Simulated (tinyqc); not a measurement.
What each parameter does: inversion layer as a triangular well, valleys of the Si type.

Six ellipsoidal valleys with their long axes along the cube axes, mass ml along the axis and mt across it. For a valley whose axis makes the angle theta with the surface normal, 1/m_z = cos^2(theta)/ml + sin^2(theta)/mt sets the confinement; in the plane the masses are m_1 = mt and m_2 = ml mt/m_z, and m_d = sqrt(m_1 m_2).

The field is taken as constant, e F = 4 pi (e^2/4 pi eps0)(Nd + eta Ns)/eps, with 1e12/cm^2 = 1e-4/angstrom^2, and the oxide as a hard wall at z = 0; c = hbar^2/2m0.

Level j of a valley lies at E_j = a_j (c (e F)^2/m_z)^(1/3) above the band edge at the surface, with the Airy zeros a_j = 2.338107, 4.087949, 5.520560, 6.786708, 7.944134, 9.022651, 10.040174, 11.008524, 11.936016, 12.828777, and has <z> = 2 E_j/(3 e F).

Subband i holds n_i = g m_d/(2 pi c) kB T ln(1 + exp((EF - E_i)/kB T)) (spin included), and EF is fixed by sum n_i = Ns over the levels listed or, where none are listed, over j = 0 to 9 of each group; 1e12/cm^2 = 1e-4/angstrom^2.

Constants: hbar^2/2m0 = 3.80998211 eV angstrom^2; e^2/(4 pi eps0) = 14.39964547 eV angstrom; kB = 8.617333262e-05 eV/K.

Parameters, chosen for this exercise (near those of Si; not measured data): ml = 0.923 m0 (longitudinal mass); mt = 0.193 m0 (transverse mass); eps = 11.5 (dielectric constant); Nd = 0.27 x 1e12/cm^2 (depletion charge); eta = 0.5 (share of Ns in the effective field); face = 111 (surface); Ns = 11 x 1e12/cm^2 (electron sheet density); T = 400 K (temperature).

Field, ladders and EF anew.

One parameter was then changed.

Results before and after:

| case | lowest E (eV) | EF (eV) | share of lowest (%) | <z> (angstrom) |
|---|---|---|---|---|
| base | 0.2483 | 0.2183 | 99.5 | 18.31 |
| changed | 0.2444 | 0.2144 | 99.4 | 18.46 |

Which of these changes was made? (a) T = 460 K; (b) mt = 0.174 m0; (c) eps = 10.3; (d) Ns = 22 x 1e12/cm^2; (e) Nd = 0.135 x 1e12/cm^2; (f) ml = 1.015 m0.

Answer: (e) Nd = 0.135 x 1e12/cm^2. Of the candidates, run in turn, only this one gives the changed row.

All candidates:

| case | lowest E (eV) | EF (eV) | share of lowest (%) | <z> (angstrom) |
|---|---|---|---|---|
| base | 0.2483 | 0.2183 | 99.5 | 18.31 |
| Ns = 22 x 1e12/cm^2 | 0.3880 | 0.3887 | 100.0 | 14.59 |
| Nd = 0.135 x 1e12/cm^2 | 0.2444 | 0.2144 | 99.4 | 18.46 |
| T = 460 K | 0.2483 | 0.2071 | 98.9 | 18.39 |
| ml = 1.015 m0 | 0.2476 | 0.2158 | 99.4 | 18.26 |
| mt = 0.174 m0 | 0.2563 | 0.2286 | 99.5 | 18.88 |
| eps = 10.3 | 0.2673 | 0.2373 | 99.6 | 17.63 |

tinyqc: `OMP_NUM_THREADS=1 python tinyqc.py 1251265 1251266 out.jsonl`; about 0.03 s, one thread, shared Intel(R) Xeon(R) Processor @ 2.30GHz.
